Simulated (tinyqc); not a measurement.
Length offset and series resistance from crossing lines.

Problem. R_total = Rs + k (L - dL)/Vo with constant Rs, dL and k. Find k, dL and Rs.

R_total at (L, Vo) = (90, 0.34), (180, 0.34), (90, 0.96) and (180, 0.96), L in nm and Vo in V (ohm um): [654.64706, 1025.2353, 477.27083, 608.52083]

Answer. At each overdrive R is a straight line in L with slope k/Vo; the two lines cross at L = dL, R = Rs.

k = 1.400 ohm um V/nm
dL = 23.30 nm
Rs = 380.0 ohm um

tinyqc, about 0.04 s, one thread, Intel Xeon 2.30GHz (shared host): `OMP_NUM_THREADS=1 python tinyqc.py 2282116 2282117 out.jsonl`
